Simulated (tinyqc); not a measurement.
Quarter-wave Bragg mirror and the threshold of a vertical cavity: one step of the calculation.

N pairs of lossless layers, each a quarter wave thick at lam, in the order nH, nL from the incident medium n0 to the exit medium ns; normal incidence, no dispersion. At wavelength lam + dw each layer has the phase d = (pi/2) lam/(lam + dw) and the matrix [[cos d, i sin d/n], [i n sin d, cos d]].

Question. Reflection at the detuned wavelength. B = M11 + M12 ns, C = M21 + M22 ns; r = (n0 B - C)/(n0 B + C), T = 4 n0 ns/|n0 B + C|^2, R = |r|^2 = 1 - T.

Values chosen for this exercise: index of the incident medium n0 = 1; index of the exit medium ns = 1.5.

M:
```
                        1                        2
1  0.00545252+0.00000000i   0.00000000-0.48995627i
2  0.00000000-1.65334469i  34.83408574+0.00000000i
```

Wanted: r; T; phase of r against its value at dw = 0.

Answer.

r = -0.99851-0.02806i
T = 0.21926 %
phase of r against its value at dw = 0 = 0.028094 rad

T is 1.01 times its value at the design wavelength.

tinyqc, about 0.01 s, one thread, Intel Xeon 2.30GHz (shared host): `OMP_NUM_THREADS=1 python tinyqc.py 2650107 2650108 out.jsonl`
